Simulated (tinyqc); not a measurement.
# Threshold-voltage variability of a planar MOSFET, analytic estimates: effects of single changes

Three independent sources add in quadrature: random dopants in the depleted layer, metal-gate grains of two orientations, and roughness of the two gate edges acting through the roll-off VT = VT(long) - Vr exp(-L/l). These are first-order estimates: no three-dimensional electrostatics, no percolation.

Inputs (values chosen for the exercise); material values close to those of silicon:
```
symbol,value,unit,meaning
T,300,K,temperature
Eg,1.13,eV,band gap
eps_r,11.6,,relative permittivity of the semiconductor
Nc,2.74e19,cm^-3,conduction-band density of states at T
Nv,2.7e19,cm^-3,valence-band density of states at T
Na,3e17,cm^-3,channel doping
ti,2.5,nm,oxide-equivalent thickness in inversion
L,20,nm,gate length
W,44,nm,gate width
G,4,nm,metal grain size
dW,0.2,eV,work-function difference of the two grain orientations
p,0.6,,share of the orientation of higher work function
De,1.8,nm,rms roughness of one gate edge
La,20,nm,correlation length of the roughness
l,4.7,nm,decay length of the threshold roll-off
Vr,2,V,prefactor of the roll-off
```

Constants: q = 1.602176634e-19 C, kB = 1.380649e-23 J/K, Vt = kB T/q, eps0 = 8.8541878128e-14 F/cm where lengths are in cm. Results are converted to the units shown.

Each table varies one quantity; the others keep the values above.

## Effect of the gate width

ni = sqrt(Nc Nv) exp(-Eg/(2 Vt)), Eg in volts; Cox = 3.9 eps0/ti; Wd = sqrt(4 eps0 eps_r Vt ln(Na/ni)/(q Na)); dopants: s1 = (q/Cox) sqrt(Na Wd/(3 L W)). Grains: Ng = L W/G^2 (at least 1), s2 = dW sqrt(p (1 - p)/Ng). Edges, with exponential correlation and u = W/La: the mean gate length has sL^2 = 2 De^2 (2/u)[1 - (1 - exp(-u))/u]; s3 = sL (Vr/l) exp(-L/l). s = sqrt(s1^2 + s2^2 + s3^2). l and Vr are held fixed.

Effect of the gate width:
```
W (nm)  s1 (mV)  s2 (mV)  s3 (mV)  s (mV)  s sqrt(L W) (mV um)
15        52.70    22.63    13.67   58.95                1.021
24        41.66    17.89    12.82   47.12                1.032
39        32.68    14.03    11.65   37.42                1.045
63        25.71    11.04    10.22   29.79                1.057
100       20.41    8.764    8.702   23.85                1.067
170       15.65    6.721    7.003   18.42                1.074
270       12.42    5.333    5.692   14.67                1.078
440       9.729    4.178    4.528   11.52                1.080
```

What does the table show?

As W goes from 15 to 440 nm, s falls from 59.0 to 11.5 mV. The dopants are the largest source in the first and the last row. The product s sqrt(L W) rises from 1.02 to 1.08 mV um: s1 and s2 go as 1/sqrt(L W), so the change comes from s3 alone. For W = 15 to 24 nm the depleted region holds under ten dopants, so their spread is not Gaussian. In every row the depletion depth exceeds L, so source and drain share much of the charge and s1 is rough.

## Effect of the gate length

Same model as above.

l and Vr are held fixed.

Effect of the gate length:
```
L (nm)  s1 (mV)  s2 (mV)  s3 (mV)  s (mV)  s sqrt(L W) (mV um)
12        39.72    17.06    62.05   75.62                1.738
14        36.77    15.79    40.55   56.97                1.414
17        33.37    14.33    21.42   42.16                1.153
21        30.03    12.89    9.144   33.93                1.031
25        27.52    11.82    3.904   30.20                1.002
30        25.12    10.79    1.347   27.37               0.9945
37        22.62    9.713   0.3039   24.62               0.9934
44        20.74    8.907  0.06852   22.57               0.9933
```

As L goes from 12 to 44 nm, s falls from 75.6 to 22.6 mV. The largest source is the edges in the first row and the dopants in the last. The product s sqrt(L W) falls from 1.74 to 0.993 mV um: s1 and s2 go as 1/sqrt(L W), so the change comes from s3 alone. At L = 12 nm the depleted region holds under ten dopants, so their spread is not Gaussian. In every row the depletion depth exceeds L, so source and drain share much of the charge and s1 is rough.

## Effect of the channel doping

Same model as above.

l and Vr are held fixed.

The same in every row: s2 (mV) = 13.21; s3 (mV) = 11.31.

Effect of the channel doping:
```
Na (cm^-3)  s1 (mV)  s (mV)  s sqrt(L W) (mV um)
1.5e17        25.61   30.96               0.9183
2.6e17        29.62   34.35                1.019
4.7e17        34.64   38.76                1.150
8.2e17        40.12   43.73                1.297
1.5e18        47.04   50.15                1.488
2.6e18        54.36   57.08                1.693
4.5e18        62.79   65.15                1.933
8e18          73.01   75.06                2.227
```

Read the table: what changes, and by how much?

As Na goes from 1.5e17 to 8e18 cm^-3, s rises from 31.0 to 75.1 mV. The dopants are the largest source in the first and the last row. s1 goes on average as Na^(0.26), near the 1/4 expected from Na Wd. For Na = 1.5e17 to 2.6e18 cm^-3 the depletion depth exceeds L, so source and drain share much of the charge and s1 is rough.

Numbers from tinyqc (`OMP_NUM_THREADS=1 python tinyqc.py 2090169 2090170 out.jsonl`; about 0.02 s on one thread of a shared Intel Xeon 2.30GHz).
